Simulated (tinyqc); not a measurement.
# Isotype n-N heterojunction, non-linear Poisson equation by Newton steps, Fermi-Dirac statistics: starts and damping rules compared

One dimension, material 1 (n-type) at x < 0 and material 2 (n-type) at x > 0. Band edges: Ec = -psi in material 1 and -psi + dEc in material 2, Ev = Ec - Eg. Equilibrium, Fermi level at 0. n = Nc F((EFn - Ec)/Vt), p = Nv F((Ev - EFp)/Vt), with F(eta) = F_1/2(eta) = (2/sqrt(pi)) int_0^infinity sqrt(u) du/(1 + exp(u - eta)) (Fermi-Dirac statistics); full ionisation, no interface charge, classical densities; the doping types are chosen for the exercise.

a_i = eps0 eps_r/h_i for the interval from node i to i + 1, with h_i = x_(i+1) - x_i in cm.

n_i = Nc F(a_n), a_n = (V - Ec_i)/Vt; p_i = Nv F(a_p), a_p = (Ec_i - Eg)/Vt; rho_i = p_i - n_i + C_i with C = +N1 or +N2; g_i = (Nc F'(a_n) + Nv F'(a_p))/Vt with F' = F_-1/2(eta) = (1/sqrt(pi)) int_0^infinity u^(-1/2) du/(1 + exp(u - eta)). Box widths w_i = (h_(i-1) + h_i)/2 in cm. Residual F_i = a_i (psi_(i+1) - psi_i) - a_(i-1) (psi_i - psi_(i-1)) + q rho_i w_i; Jacobian: a_(i-1) and a_i beside the diagonal, b_i = -a_(i-1) - a_i - q g_i w_i on it. The two end nodes are fixed.

Iterations until the largest undamped |d| is below 1e-9 V (the last, tiny step is counted), with a cap of 100; "overflow" would mean that an exponential left the range of double precision. Starts:
- neutral: psi_L on the nodes of material 1 and psi_R on those of material 2.
- smooth: psi_L + (psi_R - psi_L)(1 + tanh(x/s))/2 on the inner nodes with s = 32 nm, psi_L and psi_R on the ends.
- linear: A straight line in x from psi_L to psi_R.

Rules for the step d, which solves the tridiagonal system a_(i-1) d_(i-1) + b_i d_i + a_i d_(i+1) = -F_i:
- full Newton steps: the full step is added.
- logarithmic damping: each component d is damped to sign(d) Vt ln(1 + |d|/Vt) before it is added.
- steps capped at 4 Vt: if the largest |d| exceeds 4 Vt, the whole step is scaled down so that it equals 4 Vt.
- halved steps: half of the step is added while the largest |d| exceeds 1.5 Vt, the full step after that.

Inputs (values chosen for the exercise); band and dielectric values close to those of GaAs and AlGaAs:
```
symbol,value,unit,meaning
T,300,K,temperature
Eg1,1.43,eV,band gap of material 1
er1,12.7,,relative permittivity of material 1
Nc1,4.38e17,cm^-3,conduction-band density of states of material 1
Nv1,8.91e18,cm^-3,valence-band density of states of material 1
Eg2,1.83,eV,band gap of material 2
er2,12.2,,relative permittivity of material 2
Nc2,7.07e17,cm^-3,conduction-band density of states of material 2
Nv2,1.12e19,cm^-3,valence-band density of states of material 2
dEc,0.25,eV,conduction-band offset Ec2 - Ec1
N1,4e17,cm^-3,donor density of material 1
N2,2.3e16,cm^-3,donor density of material 2
V,0,V,bias of side 1 against side 2
```

Constants: q = 1.602176634e-19 C, kB = 1.380649e-23 J/K, Vt = kB T/q, eps0 = 8.8541878128e-14 F/cm where lengths are in cm. Results are converted to the units shown.

```
node  x (nm)  material
0      -59.4         1
1      -43.1         1
2      -29.9         1
3        -19         1
4      -10.2         1
5      -2.95         1
6       2.95         2
7       12.9         2
8       29.8         2
9       58.4         2
10       107         2
11       189         2
12       327         2
```

eps_r, interval 0 to 11: 12.7  12.7  12.7  12.7  12.7  12.4450  12.2  12.2  12.2  12.2  12.2  12.2
psi_L = 0.00589702 V
psi_R = 0.161740 V

Iterations needed:
```
         full Newton steps  logarithmic damping  steps capped at 4 Vt  halved steps
neutral                  6                    8                     6             7
smooth                   6                    7                     6             6
linear                  10                    6                     7             7
```

What does the table show?

The fewest iterations, 6, are needed by full Newton steps from the neutral start and steps capped at 4 Vt from the neutral start and full Newton steps from the smooth start and steps capped at 4 Vt from the smooth start and halved steps from the smooth start and logarithmic damping from the linear start. Every pairing converges. Lowest count for the worst start: steps capped at 4 Vt, at most 7 iterations.

Program tinyqc, `OMP_NUM_THREADS=1 python tinyqc.py 2040028 2040029 out.jsonl`; Intel Xeon 2.30GHz, shared host, one thread, about 0.1 s.
